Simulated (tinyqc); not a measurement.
Optical gain and spontaneous emission in a bulk direct-gap semiconductor, step by step. Values are carried at full precision from step to step, so a last printed digit may differ when a step is redone from the rounded ones.

F_j(eta) = (1/Gamma(j + 1)) integral_0^infinity x^j dx/(1 + exp(x - eta)), which tends to exp(eta) for eta << 0.

Quasi-Fermi levels: n = Nc F_1/2(Fc/kT) and p = Nv F_1/2(Fv/kT), Fc counted up from the conduction edge and Fv down from the valence edge; Nc, Nv from N = 2 (m kB T/(4 pi c))^(3/2) with c = hbar^2/2m0, in 1/angstrom^3; times 1e24 for 1/cm^3, with me and (mhh^(3/2) + mlh^(3/2))^(2/3).

Constants: hbar^2/2m0 = 3.80998211 eV angstrom^2; kB = 8.617333262e-05 eV/K; fine-structure constant alpha = 0.007297352564; hbar = 6.58211957e-16 eV s; hbar c = 1973.269805 eV angstrom.

Inputs chosen for the exercise (near those of GaAs; shifted at random, so the results belong to these values and not to a real crystal):
- me = 0.0659 m0 (electron mass)
- mhh = 0.478 m0 (heavy-hole mass)
- mlh = 0.0854 m0 (light-hole mass)
- n = 3.2e+18 1/cm^3 (injected density, n = p)
- T = 300 K
- Eg = 1.392 eV (direct gap)
- Ep = 25 eV (Kane energy)
- nr = 3.54 (refractive index)
- E = 1.478 eV (photon energy)

## Quasi-Fermi levels

Solve for Fc and Fv.

kT = 0.025852 eV
Nc = 4.245e+17 1/cm^3
Nv = 8.919e+18 1/cm^3
Fc = 0.1152 eV
Fv = -0.0232 eV
Fc + Fv = 0.0919 eV

The separation of the quasi-Fermi levels exceeds the gap, so photons between Eg and Eg + (Fc + Fv) see gain. The quasi-Fermi level of the electrons lies inside the band, that of the holes in the gap.

## Absorption of the empty crystal

Parabolic bands, vertical transitions, no excitons. For each hole band j: mr = me mj/(me + mj); joint density of states J_j(E) = (mr/c)^(3/2) sqrt(E - Eg)/(2 pi^2), both spins, c = hbar^2/2m0; averaged matrix element |e.p|^2 = m0 Ep/6; alpha_j(E) = 4 pi^2 alpha_f c Ep J_j/(3 nr E) in 1/angstrom (alpha_f the fine-structure constant, listed as alpha among the constants), times 1e8 for 1/cm.

Evaluate at E for heavy and light holes.

mr, J and alpha of each hole band:
```
hole   mr (m0)  J (1/(eV angstrom^3))  alpha (1/cm)
heavy  0.05792              2.784e-05        4867.6
light  0.03720              1.433e-05        2505.4
```

The heavy-hole band gives 66 % of the total, 7373 1/cm.

## Occupations and gain at E

For band j the electron sits at Ee = (E - Eg) mr/me above its edge and the hole at Eh = (E - Eg) mr/mj; fe = 1/(1 + exp((Ee - Fc)/kT)), fh = 1/(1 + exp((Eh - Fv)/kT)); gain g = sum_j alpha_j (fe + fh - 1).

Use mr and alpha from the table.

Energies, occupations and gain of each hole band:
```
hole   Ee (eV)  Eh (eV)     fe     fh  g (1/cm)
heavy   0.0756   0.0104  0.822  0.214       176
light   0.0485   0.0375  0.929  0.087        42
```

total gain = 217 1/cm

E - Eg = 0.0860 eV is below Fc + Fv = 0.0919 eV, so both bands give gain (Bernard-Duraffourg).

## Spontaneous emission

Spontaneous rate: R = integral of (nr E/(hbar c))^2/(pi^2 hbar) sum_j alpha_j fe fh dE, with alpha in 1/cm and (nr E/(hbar c))^2 in 1/cm^2 (1e16 per 1/angstrom^2); B = R/(n p); lifetime n/R.

Integrate over photon energy.

R = 1.62e+27 1/(cm^3 s)
B = 1.59e-10 cm^3/s
radiative lifetime = 1.97 ns

## Checks

- B at n = 1e13 1/cm^3 against the van Roosbroeck-Shockley value from alpha and ni^2 (cm^3/s): both 2.56e-10.

Run: tinyqc, `OMP_NUM_THREADS=1 python tinyqc.py 1651689 1651690 out.jsonl`; Intel(R) Xeon(R) Processor @ 2.30GHz, one thread, shared host; about 0.08 s of CPU time with all checks.
